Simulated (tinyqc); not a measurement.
A spin-degenerate level with charging energy between two leads, rate equations: two steps of the calculation.

States 0, up, down and 2 with energies 0, e1 - Ez/2, e1 + Ez/2 and 2 e1 + U. mu_L = +V/2, mu_R = -V/2 (meV), f(x) = 1/(1 + exp(x/kB T)). A transition that adds one electron of given spin at the energy E has the rate G f(E - mu) from each lead, and its reverse G [1 - f(E - mu)]. I counts electrons leaving the left lead, times q.

Values chosen for this exercise: tunnel rate to the left lead GL = 0.17 1/ns; tunnel rate to the right lead GR = 0.071 1/ns; time step dt = 0.81 ns.

Task 1. Rate matrix. dp/dt = W p; W_ji is the rate from state i to j, and each column sums to zero.

```
transition         fL  fR (1e-3)
0-up        1.0000000  2.4833319
0-down      1.0000000  2.4833319
up-2        1.0000000  0.0000000
down-2      1.0000000  0.0000000
```

Wanted: W.

Result 1.

W (1/ns):
```
            0       up     down        2
0     -0.3404   0.0708   0.0708   0.0000
up     0.1702  -0.2408   0.0000   0.0710
down   0.1702   0.0000  -0.2408   0.0710
2      0.0000   0.1700   0.1700  -0.1420
```

Task 2. Time step. Explicit Euler step: p(new) = p + dt W p.

W (1/ns):
```
                0           up         down            2
0     -0.34035263   0.07082368   0.07082368   0.00000000
up     0.17017632  -0.24082368   0.00000000   0.07100000
down   0.17017632   0.00000000  -0.24082368   0.07100000
2      0.00000000   0.17000000   0.17000000  -0.14200000
```

p after step 1: 0 0.72431437, up 0.13784282, down 0.13784282, 2 0.00000000

Find: p after step 2.

Result 2.

p after step 2: 0 0.5404, up 0.2108, down 0.2108, 2 0.0380

Range of the model: Rate equations need hbar G well below kB T; cotunnelling and the Kondo effect are left out.

tinyqc, about 0.01 s, one thread, Intel Xeon 2.30GHz (shared host): `OMP_NUM_THREADS=1 python tinyqc.py 2780106 2780107 out.jsonl`
